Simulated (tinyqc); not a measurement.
Dispersion against the sound-wave line: Born-von Karman spring model of a cubic crystal with one atom per cell. Computed by tinyqc, a small Python program. Command: `OMP_NUM_THREADS=1 python tinyqc.py 3007717 3007718 out.jsonl springs walk`. One thread of a shared host (Intel(R) Xeon(R) Processor @ 2.30GHz), about 0.1 s of CPU time with the checks.

First neighbours lie at a/2 (1,1,1) (8 of them), second at a (1,0,0) (6), with all permutations and signs; the volume per atom is Omega = a^3/2. Two shells of springs match a real metal only roughly, above all at the zone boundary.

Inputs (values chosen for the exercise, modelled on sodium):
```
quantity               value           unit
atomic mass M          22.99              u
radial spring k1L      0.227  eV/angstrom^2
transverse spring k1T  -0.01  eV/angstrom^2
radial spring k2L      0.029  eV/angstrom^2
transverse spring k2T  0.006  eV/angstrom^2
```

Lattice: bcc.

Constants: nu for 1 eV/(angstrom^2 u) = 15.6333042 THz.

Method:
- A neighbour at R with unit vector n couples by the matrix K(R) = kL n n^T + kT (1 - n n^T), and D(q) = (1/M) sum_R K(R) [1 - cos(q.R)].
- An eigenvalue lambda of D in eV/(angstrom^2 u) gives nu = 15.6333042 THz x sqrt(lambda).
- The last column divides the top branch by the straight line with its slope at G. End points in 2 pi/a: H = (1, 0, 0), N = (0.5, 0.5, 0).

Frequencies (THz) along two lines:
```
line  fraction of the way    nu 1    nu 2    nu 3  nu 3 / linear
G-H                  0.10  0.5582  0.5582  0.6364        0.99228
G-H                  0.25  1.3588  1.3588  1.5282        0.95315
G-H                  0.40  2.0702  2.0702  2.2738        0.88638
G-H                  0.55  2.6524  2.6524  2.8265        0.80133
G-H                  0.70  3.0797  3.0797  3.1819        0.70878
G-H                  0.85  3.3391  3.3391  3.3691        0.61805
G-H                  1.00  3.4258  3.4258  3.4258        0.53418
G-N                  0.10  0.1249  0.3951  0.5869        0.99589
G-N                  0.25  0.3056  0.9665  1.4357        0.97450
G-N                  0.40  0.4694  1.4845  2.2052        0.93549
G-N                  0.55  0.6073  1.9204  2.8528        0.88016
G-N                  0.70  0.7116  2.2503  3.3428        0.81033
G-N                  0.85  0.7766  2.4558  3.6480        0.72827
G-N                  1.00  0.7987  2.5256  3.7517        0.63662
```

Along G-H the top branch ends at 53 % of its linear extrapolation. Along G-N the top branch ends at 64 % of its linear extrapolation, which is the 2/pi of a pure sine: planes normal to this line couple to their next planes alone. A Debye model keeps the straight line throughout.
